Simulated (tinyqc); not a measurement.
What each parameter does: round or elliptic silicon nanowire with anisotropic valleys (Ritz method).

Wire along x = [100] on a (001) wafer, y = [010], z = [001]. Valley groups, two valleys each (w = inverse masses): A, axis along z: w_y = 1/mt, w_z = 1/ml, m_x = mt; B, axis along y: w_y = 1/ml, w_z = 1/mt, m_x = mt; C, axis along x: w_y = w_z = 1/mt, m_x = ml.

Hard wall on the ellipse (y/a)^2 + (z/b)^2 = 1, c = hbar^2/2m0. With u = y/a, v = z/b the operator is -c [(w_y/a^2) d2/du2 + (w_z/b^2) d2/dv2] on the unit disc. Basis (1 - u^2 - v^2) u^i v^j; S, X and Y are the disc integrals of f f', (df/du)(df'/du) and (df/dv)(df'/dv), from the integral of u^p v^q = 2 Gamma((p+1)/2) Gamma((q+1)/2)/((p + q + 2) Gamma((p+q+2)/2)) for even p, q; H = c (w_y X/a^2 + w_z Y/b^2).

Converged values use 21 functions of each parity class (e or o in u, then in v).

Constants: hbar^2/2m0 = 3.80998211 eV angstrom^2.

Parameters, chosen for this exercise (near those of a Si nanowire; not measured data): ml = 0.921 m0 (longitudinal mass); mt = 0.193 m0 (transverse mass); a = 27 angstrom (semi-axis along y); b = 42 angstrom (semi-axis along z).

Lowest level of groups A and B.

Results for these values:
```
case,A (eV),B (eV),B - A (meV)
base,0.0817,0.0486,-33.1
```

What happens to each result for ml = 1.032 m0, all else kept?

Answer: A falls from 0.0817 to 0.0807; B falls from 0.0486 to 0.0468; B - A falls from -33.1 to -33.9.

The same for each parameter in turn:
```
case,A (eV),B (eV),B - A (meV)
base,0.0817,0.0486,-33.1
a = 30 angstrom,0.0678,0.0454,-22.4
b = 40 angstrom,0.0826,0.0519,-30.7
ml = 1.032 m0,0.0807,0.0468,-33.9
mt = 0.212 m0,0.0752,0.0458,-29.4
```

Run: tinyqc, `OMP_NUM_THREADS=1 python tinyqc.py 1250887 1250888 out.jsonl`; Intel(R) Xeon(R) Processor @ 2.30GHz, one thread, shared host; about 0.04 s of CPU time with all checks.
